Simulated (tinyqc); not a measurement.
Which input was changed? Model: gas flow in a process chamber: flow regimes, conductance, effective pumping speed, pump-down, outgassing and purge. Computed by tinyqc, a small Python program. Command: `OMP_NUM_THREADS=1 python tinyqc.py 3121277 3121278 out.jsonl pump which`. One thread of a shared host (Intel(R) Xeon(R) Processor @ 2.30GHz), about 0.02 s of CPU time with the checks.

Ideal gas, isothermal flow, a pump of constant speed at the end of a round pipe; process gas, volume gas and outgassing are given the same properties. 1 sccm = 101325 Pa x 1e-6 m^3/60 s x T/273.15 K.

Inputs (values chosen for the exercise, modelled on hydrogen near room temperature):

| quantity | value | unit |
|---|---|---|
| molar mass M | 2.016 | g/mol |
| molecular diameter | 0.27 | nm |
| viscosity eta | 8.9 | micropascal s |
| temperature T | 293 | K |
| chamber volume V | 29 | L |
| pipe diameter d | 10 | cm |
| pipe length l | 15 | cm |
| pump speed S | 49 | L/s |
| process gas flow | 95 | sccm |

Constants: k_B = 1.380649e-23 J/K; u = 1.6605390666e-27 kg.

Method:
- Mean speed c = sqrt(8 k_B T/(pi m)); aperture conductance C_a = c pi d^2/16; molecular pipe C_m = C_a/(1 + 3 l/(4 d)) (Dushman form); viscous pipe C_v = pi d^4 p_mean/(128 eta l); Knudsen interpolation C = C_v + C_m (1 + x)/(1 + 1.24 x), x = d p_mean sqrt(m/(k_B T))/eta.
- Effective speed 1/S_eff = 1/S + 1/C_m; time constant V/S_eff; pressure at which the free path k_B T/(sqrt2 pi d_m^2 p) equals d.
- Steady flow: the pump inlet is at p_2 = Q/S, and the chamber pressure p_1 solves Q = C((p_1 + p_2)/2) (p_1 - p_2). Residence time = p_1 V/Q.
- Knudsen number = free path at the mean pressure over d.

Question. One of these inputs alone was changed, within the range given: molar mass M (1.008 to 4.032); pipe diameter d (5 to 20); pipe length l (7.5 to 30); process gas flow (47.5 to 190). Which one, and to what value?

Results:

| run | conductance C (L/s) | chamber pressure p_1 (Pa) | residence time (s) |
|---|---|---|---|
| before | 7791.13 | 3.534127 | 0.5955589 |
| after | 15000.18 | 3.523511 | 0.5937700 |

Answer.

Each candidate set to reproduce conductance C, and what it then gives:

| candidate | range searched | value needed | chamber pressure p_1 (Pa) | residence time (s) |
|---|---|---|---|---|
| molar mass M (g/mol) | 1.008 to 4.032 | out of reach | - | - |
| pipe diameter d (cm) | 5 to 20 | 11.90 | 3.5235 | 0.59377 |
| pipe length l (cm) | 7.5 to 30 | out of reach | - | - |
| process gas flow (sccm) | 47.5 to 190 | out of reach | - | - |

Only pipe diameter d fits every result: it went from 10 to 11.9 cm. No other candidate reaches the first result within its range.
